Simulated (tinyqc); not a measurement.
# Worked calculation: surface potential of a MOS transistor: implicit equation and explicit approximations

Computed by the program tinyqc: `OMP_NUM_THREADS=1 python tinyqc.py 2122021 2122022 out.jsonl`, one thread of a shared Intel Xeon 2.30GHz, about 0.01 s for the whole run. Printed values are rounded.

p-type body, charge-sheet picture, depletion and inversion only, full ionisation (an idealisation for deep acceptors), Boltzmann statistics (rough once Na exp(x - xn) passes about Nc/7). In units of Vt: xg = (Vg - Vfb)/Vt, x = psi/Vt, G = gamma/sqrt(Vt), xn = (2 phiF + Vc)/Vt. The implicit equation is (xg - x)^2 = G^2 [x - 1 + exp(x - xn)] for x above about 3. Cox = eps0 eox/tox.

Parameters, values chosen for the exercise; band and dielectric values close to those of germanium: temperature T = 300 K; band gap Eg = 0.671 eV; relative permittivity eps_r = 16; conduction-band density of states at T Nc = 1.03e19 cm^-3; valence-band density of states at T Nv = 6e18 cm^-3; relative permittivity of the gate insulator (close to silicon nitride) eox = 7.42; insulator thickness tox = 8.2 nm; acceptor density Na = 1.7e16 cm^-3; flat-band voltage Vfb = -0.49 V; channel-body voltage Vc = 0 V; gate-body voltage Vg = 0.29 V.

Constants: q = 1.602176634e-19 C, kB = 1.380649e-23 J/K, Vt = kB T/q, eps0 = 8.8541878128e-14 F/cm where lengths are in cm. Results are converted to the units shown.

Range of the model: The electron quasi-Fermi level lies less than 2 Vt below the band edge at the surface, or above it, where degeneracy and confinement, left out, matter.

## Scales

ni = sqrt(Nc Nv) exp(-Eg/(2 Vt)), Eg in volts; phiF = Vt ln(Na/ni); gamma = sqrt(2 q eps0 eps_r Na)/Cox; VT = Vfb + Vt (xn + G sqrt(xn - 1)).

phiF = 0.1768594 V
gamma = 0.1096454 V^0.5
G = 0.6819353
xn = 13.68245
VT = -0.07349872 V
xg = 30.17175

## Explicit approximation

Depletion value a = 1 + [sqrt(G^2/4 + xg - 1) - G/2]^2; inversion value b = xn + ln[(xg - xn)^2/G^2 - xn + 1] and first guess y = min(a, b) - ln(1 + exp(-|a - b|)) if a > xn + 1, else b = y = a; one second-order correction with D = exp(y - xn), p = 2 (xg - y) + G^2 (1 + D), w = (xg - y)^2 - G^2 (y - 1 + D): z = y + 2 w/(p + sqrt(p^2 - 2 (2 - G^2 D) w)), or the Newton step z = y + w/p where the root is not real.

a = 26.71374
b = 20.03159
y = 20.03033
p = 286.4140
w = -171.6677
z = 19.43096

The root of the implicit equation is x = 19.1715; y misses it by 0.86 and z by 0.26, in units of Vt (Newton branch).

## Starting value

x = y rounded to two decimals.

x at the start = 20.03

## Iteration 1: new x

D = exp(x - xn), f = (xg - x)^2 - G^2 (x - 1 + D), f' = -2 (xg - x) - G^2 (1 + D), x(new) = x - f/f'.

D = 571.0909
f = -171.5723
f' = -286.3262
x after iteration 1 = 19.43078

## Iteration 2: new x

As before.

D = 313.6660
f = -39.06851
f' = -167.8129
x after iteration 2 = 19.19797

## Iteration 3: new x

As before.

D = 248.5189
f = -3.609089
f' = -137.9827
x after iteration 3 = 19.17181

## Course of the iteration

Stop when the step is below 1e-11, or after 60 iterations.

Course of the iteration:
```
iteration,x before the step,step
1,20.03,-0.599
2,19.43078,-0.233
3,19.19797,-0.0262
4,19.17181,-2.85e-4
5,19.17153,-3.33e-8
6,19.17153,0
```

Converged in 6 iterations.

## Potential, charges and gate control

converged x = 19.17153

psi = Vt x; N_dep = Cox Vt G sqrt(x - 1)/q; N_inv = (Cox Vt G/q) [sqrt(x - 1 + exp(x - xn)) - sqrt(x - 1)]; dpsi/dVg = 1/[1 + G^2 (1 + exp(x - xn))/(2 (xg - x))].

psi = 0.4956224 V
N_dep = 3.758040e11 cm^-2
N_inv = 1.0463e12 cm^-2
dpsi/dVg = 0.1629422

psi lies 5.5 Vt above 2 phiF + Vc.
